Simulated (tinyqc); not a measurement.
Inversion-layer mobility, back-scattering and ballistic limit of a field-effect transistor: one step, computed by the program tinyqc. Command: `OMP_NUM_THREADS=1 python tinyqc.py 3017742 3017743 out.jsonl mos walk`. One thread of a shared host (Intel(R) Xeon(R) Processor @ 2.30GHz), about 0.01 s of CPU time with the checks.

The charge at the top of the source barrier is fixed by the gate; series resistance and short-channel effects are left out. F_j are Fermi integrals normalised to exp(eta) in the classical limit.

Task: Ballistic limit. F_j(eta) = (1/Gamma(j + 1)) int_0^infinity x^j/(1 + exp(x - eta)) dx, F_0 = ln(1 + exp(eta)). Integrals over x = E/(k_B T) use 160 Gauss-Legendre points in u = sqrt(x) from 0 to sqrt(max(eta, 0) + 32). Ballistic channel: N_2D = g_v m k_B T/(pi hbar^2), U = e V_D/(k_B T); eta_F solves N_inv = (N_2D/2)[F_0(eta_F) + F_0(eta_F - U)]; v_T = sqrt(2 k_B T/(pi m)); I/W = e (N_2D/2) v_T [F_1/2(eta_F) - F_1/2(eta_F - U)]; injection velocity v_T F_1/2(eta_F)/F_0(eta_F).

Inputs (values chosen for the exercise, modelled on a germanium p-channel):
```
quantity               value  unit
transport mass m         0.2   m_0
valley degeneracy g_v      1     -
drain voltage V_D       0.05     V
temperature T            400     K
```

Statistics at the top of the barrier: Fermi-Dirac.

inversion density N_inv = 2.228336e+12 1/cm^2

Constants: m_0 = 9.1093837015e-31 kg; k_B = 1.380649e-23 J/K; hbar = 1.054571817e-34 J s; k_B = 8.617333262e-05 eV/K; e = 1.602176634e-19 C.

Give: N_2D; eta_F; thermal velocity v_T; injection velocity; ballistic current I/W.

Result:

N_2D = 2.8798e+12 1/cm^2

eta_F = 0.75761

thermal velocity v_T = 1.3892 1e7 cm/s

injection velocity = 1.6296 1e7 cm/s

ballistic current I/W = 291.56 microampere/micrometre

Degeneracy raises the injection velocity by a factor 1.17.
